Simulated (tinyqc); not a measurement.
Off-state leakage of single and stacked transistors: course of the iteration.

n-channel devices of unit width. Subthreshold current I(Vg, Vs, Vd) = I0 (T/300 K)^0.5 exp[(Vg - Vs - VT(T) - gb (Vs - Vb) + dd (Vd - Vs))/(nf Vt)] (1 - exp(-(Vd - Vs)/Vt)), VT(T) = VT - cT (T - 300 K). Gate-edge tunnelling Ig (Vd/1 V) exp(ag (Vd - 1 V)), for a gate at 0 V, and band-to-band leakage Ab u exp(-Bb/u), u = Vd - Vb + 1 V, flow at a drain held at V; both are taken as independent of T. In a stack of off transistors (all gates at 0 V) the same subthreshold current passes through each.

Start: Vx = dd V/(1 + gb + 2 dd), the solution for Vx well above Vt, rounded to three decimals.

Stack of two, Vx the node between them: I_low = I(0, 0, Vx), I_up = I(0, Vx, V), f = ln(I_up/I_low), f' = -(1 + gb + 2 dd)/(nf Vt) - 1/(Vt (exp(Vx/Vt) - 1)) - 1/(Vt (exp((V - Vx)/Vt) - 1)), Vx(new) = Vx - f/f'.

Stop when the step is below 1e-11 V, or after 40 iterations.

Values chosen for this exercise; values of the order met in bulk silicon logic transistors: temperature T = 330 K; supply voltage V = 0.9 V; threshold at 300 K, zero drain and body bias VT = 0.37 V; fall of the threshold with temperature cT = 0.9 mV/K; current at threshold at 300 K I0 = 0.26 uA/um; slope factor nf = 1.26; drain-induced lowering per volt dd = 0.08; rise of the threshold per volt of source-body bias gb = 0.14; body voltage Vb = -0.3 V.

Constants: q = 1.602176634e-19 C, kB = 1.380649e-23 J/K, Vt = kB T/q. Results are converted to the units shown.

Course of the iteration:
```
iteration  Vx before the step (V)  step (V)
1                           0.055   4.03e-3
2                       0.0590283   4.51e-5
3                       0.0590734   4.99e-9
4                       0.0590734   < 1e-15
```

Did this iteration meet its convergence test, and what does its course show?

Yes. Converged in 4 iterations. The subthreshold current of the stack is 0.005866 nA/um, 7.47 times less than that of one transistor (the drain leakage is unchanged); the estimate exp[dd V (1 + gb + dd)/((1 + gb + 2 dd) nf Vt)] gives 6.59.

Numbers from tinyqc (`OMP_NUM_THREADS=1 python tinyqc.py 2242272 2242273 out.jsonl`; about 0.04 s on one thread of a shared Intel Xeon 2.30GHz).
